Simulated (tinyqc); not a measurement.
Comparisons within one model: Franz-Keldysh effect at a direct gap. A value that a table varies takes the place of the one given here.

Parabolic bands, vertical transitions, no excitons. For each hole band j: mr = me mj/(me + mj); joint density of states J_j(E) = (mr/c)^(3/2) sqrt(E - Eg)/(2 pi^2), both spins, c = hbar^2/2m0; averaged matrix element |e.p|^2 = m0 Ep/6; alpha_j(E) = 4 pi^2 alpha_f c Ep J_j/(3 nr E) in 1/angstrom (alpha_f the fine-structure constant, listed as alpha among the constants), times 1e8 for 1/cm.

In a field Fd (1 kV/cm = 1e-5 V/angstrom) the electro-optic energy of band j is th = (c (e Fd)^2/mr)^(1/3), and sqrt(E - Eg) in J_j is replaced by pi sqrt(th) [Ai'(b)^2 - b Ai(b)^2] with b = (Eg - E)/th; Ai is the Airy function.

Constants: hbar^2/2m0 = 3.80998211 eV angstrom^2; fine-structure constant alpha = 0.007297352564.

Inputs chosen for the exercise (near those of GaAs; not measured data): Eg = 1.414 eV (direct gap); me = 0.0695 m0 (electron mass); mhh = 0.502 m0 (heavy-hole mass); mlh = 0.0815 m0 (light-hole mass); Ep = 25.2 eV (Kane energy); nr = 3.66 (refractive index); Fd = 76 kV/cm (uniform field); det = 25 meV (detuning below the gap).

## Spectrum around the gap

Absorption (1/cm):

| E - Eg (eV) | alpha(0) | alpha(F) | change |
|---|---|---|---|
| -0.0826 | 0 | 2.246 | 2 |
| -0.0661 | 0 | 9.681 | 10 |
| -0.0496 | 0 | 37.86 | 38 |
| -0.0330 | 0 | 133.1 | 133 |
| -0.0165 | 0 | 406.6 | 407 |
| 0.0000 | 0 | 1066 | 1066 |
| 0.0165 | 3444 | 2345 | -1099 |
| 0.0330 | 4815 | 4230 | -584 |
| 0.0496 | 5836 | 6156 | 320 |
| 0.0661 | 6662 | 7229 | 567 |
| 0.0826 | 7365 | 7391 | 26 |
| 0.0991 | 7979 | 7688 | -291 |
| 0.1321 | 9016 | 9142 | 126 |
| 0.1652 | 9871 | 9918 | 47 |

At the gap alpha(F) = 1066 1/cm; 66.1 meV below it 9.68 1/cm remain, the tail falling as exp(-(4/3) b^(3/2)). Among the energies listed the largest rise is 1066 1/cm at E - Eg = 0.0 meV and the largest fall -1099 1/cm at 16.5 meV. It changes sign between 0.0 and 16.5 meV, between 33.0 and 49.6 meV, between 82.6 and 99.1 meV and between 99.1 and 132.1 meV; th is 33.0 meV for heavy holes and 38.9 meV for light holes.

## Tail absorption against field

At E = Eg - det; the field takes the values listed. The last column is the length for 10 dB of loss.

Results:

| Fd (kV/cm) | th heavy (meV) | b heavy | alpha (1/cm) | length (micrometre) |
|---|---|---|---|---|
| 10 | 8.55 | 2.925 | 0.292 | 7.88e+04 |
| 20 | 13.57 | 1.843 | 9.41 | 2.45e+03 |
| 40 | 21.53 | 1.161 | 71.9 | 320 |
| 60 | 28.22 | 0.886 | 160 | 144 |
| 100 | 39.67 | 0.630 | 338 | 68.1 |
| 150 | 51.98 | 0.481 | 534 | 43.2 |
| 250 | 73.07 | 0.342 | 842 | 27.3 |
| 400 | 99.95 | 0.250 | 1.18e+03 | 19.5 |

alpha grows by 2.7 decades from 10 to 60 kV/cm and by a factor 1.40 over the last step, where the field grows by 1.6: the exponent (4/3) b^(3/2) goes as 1/Fd, so the gain is steep only while b > 1 (deep in the tail the light-hole pair, with its smaller b, carries most of it), that is up to 40 kV/cm of those listed. Values below about 10 1/cm lie under the Urbach and exciton tails of a real crystal, left out here.

## What moves the tail

At E = Eg - det. Each row changes one parameter from the base and keeps the others.

Results:

| case | th heavy (meV) | alpha (1/cm) |
|---|---|---|
| base | 33.034 | 232.8 |
| Fd = 98.8 kV/cm | 39.348 | 333.2 |
| det = 35 meV | 33.034 | 115.2 |
| me = 0.0799 m0 | 31.724 | 250.9 |
| mlh = 0.106 m0 | 33.034 | 241.9 |
| Ep = 27.7 eV | 33.034 | 255.9 |
| nr = 3.84 | 33.034 | 221.9 |

The largest shifts from the base row, up to three for each result and ties (the steps differ in size, so this ranks the rows, not the parameters). th heavy (meV): Fd +6.314, me -1.310; unchanged at the printed digits by det, mlh, Ep and nr. alpha (1/cm): det -118, Fd +100, Ep +23.1.

tinyqc: `OMP_NUM_THREADS=1 python tinyqc.py 1680055 1680056 out.jsonl`; about 0.01 s, one thread, shared Intel(R) Xeon(R) Processor @ 2.30GHz.
